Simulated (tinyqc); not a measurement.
Full spectrum, Debye and Einstein heat capacities: Born-von Karman spring model of a cubic crystal with one atom per cell. Computed by tinyqc, a small Python program. Command: `OMP_NUM_THREADS=1 python tinyqc.py 3010696 3010697 out.jsonl springs walk`. One thread of a shared host (Intel(R) Xeon(R) Processor @ 2.30GHz), about 0.1 s of CPU time with the checks.

First neighbours lie at a/2 (1,1,1) (8 of them), second at a (1,0,0) (6), with all permutations and signs; the volume per atom is Omega = a^3/2. Two shells of springs match a real metal only roughly, above all at the zone boundary.

Inputs (values chosen for the exercise, modelled on tungsten):
```
quantity,value,unit
lattice constant a,3.165,angstrom
atomic mass M,183.84,u
radial spring k1L,5.38,eV/angstrom^2
transverse spring k1T,-0.19,eV/angstrom^2
radial spring k2L,3.1,eV/angstrom^2
transverse spring k2T,-0.024,eV/angstrom^2
```

Lattice: bcc.

Constants: 1 eV/angstrom^3 = 160.2176634 GPa; u = 1.6605390666e-27 kg; hbar = 1.054571817e-34 J s; k_B = 1.380649e-23 J/K; nu for 1 eV/(angstrom^2 u) = 15.6333042 THz; h x 1 THz = 4.135667696 meV; k_B = 8.617333262e-05 eV/K.

Method:
- [ij,kl] = (1/(2 Omega)) sum_R K_ij R_k R_l; C11 = [xx,xx], C44 = [xx,yy], C12 = 2 [xy,xy] - C44; B = (C11 + 2 C12)/3; Zener ratio A = 2 C44/(C11 - C12). K(R) = kL n n^T + kT (1 - n n^T).
- rho = M/Omega and v = sqrt(C/rho), with C = C11, C44, C44 along [100]; (C11 + C12 + 2 C44)/2, C44, (C11 - C12)/2 along [110]; (C11 + 2 C12 + 4 C44)/3 and twice (C11 - C12 + C44)/3 along [111].
- Christoffel matrix G_xx = C11 n_x^2 + C44 (1 - n_x^2), G_xy = (C12 + C44) n_x n_y, with eigenvalues rho v^2; v_m^-3 is the mean of v^-3 over three branches and all directions (12 Gauss-Legendre points in cos(theta) times 24 angles phi = (j + 1/2) pi/12); q_D = (6 pi^2/Omega)^(1/3); Theta = hbar v_m q_D/k_B.
- A neighbour at R with unit vector n couples by the matrix K(R) = kL n n^T + kT (1 - n n^T), and D(q) = (1/M) sum_R K(R) [1 - cos(q.R)].
- An eigenvalue lambda of D in eV/(angstrom^2 u) gives nu = 15.6333042 THz x sqrt(lambda).
- Mesh: q = sum_i (m_i + 1/2)/n b_i, m_i = 0..n-1, with b = [[0, 1, 1], [1, 0, 1], [1, 1, 0]] in 2 pi/a; sums are averages over the n^3 points (here n = 14), per atom.
- With x = h nu/(k_B T) and n = 1/(exp(x) - 1) for each mode: F = k_B T [x/2 + ln(1 - exp(-x))], U = k_B T x (n + 1/2), S/k_B = x n - ln(1 - exp(-x)), C/k_B = x^2 n (n + 1).
- Debye: C = 9 k_B (T/Theta)^3 int_0^(Theta/T) x^4 e^x/(e^x - 1)^2 dx with the elastic Theta. Einstein: three modes at the root-mean-square frequency. The last column is the Theta that makes the Debye formula give the full C at that T.

elastic Debye temperature = 372.808 K

root-mean-square frequency = 5.0833 THz

Heat capacity (k_B/atom):
```
T (K),full spectrum,Debye,Einstein,Theta from C (K)
45,0.5885,0.3791,0.3933,311.24
67,1.2392,0.9201,1.0998,311.08
93,1.8110,1.5053,1.7417,312.31
130,2.2814,2.0544,2.2553,313.39
190,2.6268,2.4934,2.6197,314.16
280,2.8189,2.7500,2.8172,314.58
370,2.8942,2.8531,2.8936,314.73
560,2.9531,2.9346,2.9530,314.86
```

What follows from these numbers?

The apparent Theta runs from 311 to 315 K against the elastic 373 K; at high T it tends to sqrt(5/3) h nu_rms/k_B = 315 K. At the lowest T the Debye value is 0.64 and the Einstein value 0.67 times the full one; dispersion bends the branches below the sound lines, so the real spectrum has more low modes than Debye assumes. At the highest T Debye misses by 0.63 % and Einstein by 0.0038 %.

Extremes, crossings and ranges named in words are read from the listed rows.
